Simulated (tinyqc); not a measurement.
From results back to parameters: periodic multilayer mirror for extreme ultraviolet light. Three cases, with inputs chosen for the exercise.

Problem. With a mean index 1 - dm the Bragg wavelength is lam_B = 2 L sqrt((1 - dm)^2 - sin^2 theta). It is given at 0 degrees and at th2; L and dm are hidden. Then the absorber share is Gm = (dm - delta_S)/(delta_A - delta_S), with the first entries of dS and dA; L is the period.

Find: L; dm; Gm.

Method. The difference of the squares is 4 L^2 sin^2(th2); then 1 - dm = lam_B(0)/(2 L).

Case 1.

Values chosen (out of a larger set: optical constants near those of Mo and Si at 13.5 nm; not measured data): th2 = 10 degrees (second angle); dA = (0.0791, 0.00613) (delta and beta of the absorber, N = 1 - delta + i beta); dS = (0.001, 0.00179) (delta and beta of the spacer and the substrate).

lam_B at 0 = 13.822664 nm
lam_B at th2 = 13.601580 nm

Solution.

L = 7.090 nm
dm = 0.0252
Gm = 0.31

Case 2.

Values chosen (out of a larger set: optical constants near those of Mo and Si at 13.5 nm; not measured data): th2 = 15 degrees (second angle); dA = (0.0793, 0.00601) (delta and beta of the absorber, N = 1 - delta + i beta); dS = (0.0008, 0.00183) (delta and beta of the spacer and the substrate).

lam_B at 0 = 13.584366 nm
lam_B at th2 = 13.093623 nm

Solution.

L = 6.990 nm
dm = 0.0283
Gm = 0.35

Case 3.

Values chosen (out of a larger set: optical constants near those of Mo and Si at 13.5 nm; not measured data): th2 = 15 degrees (second angle); dA = (0.0763, 0.0061) (delta and beta of the absorber, N = 1 - delta + i beta); dS = (0.0012, 0.00188) (delta and beta of the spacer and the substrate).

lam_B at 0 = 13.508020 nm
lam_B at th2 = 13.020138 nm

Solution.

L = 6.950 nm
dm = 0.0282
Gm = 0.36

Computed by tinyqc, one run a case: `OMP_NUM_THREADS=1 python tinyqc.py N N+1 out.jsonl` with N = 1682462, 1682490, 1682492; one thread of a shared Intel(R) Xeon(R) Processor @ 2.30GHz, about 0.01 s a run at most.
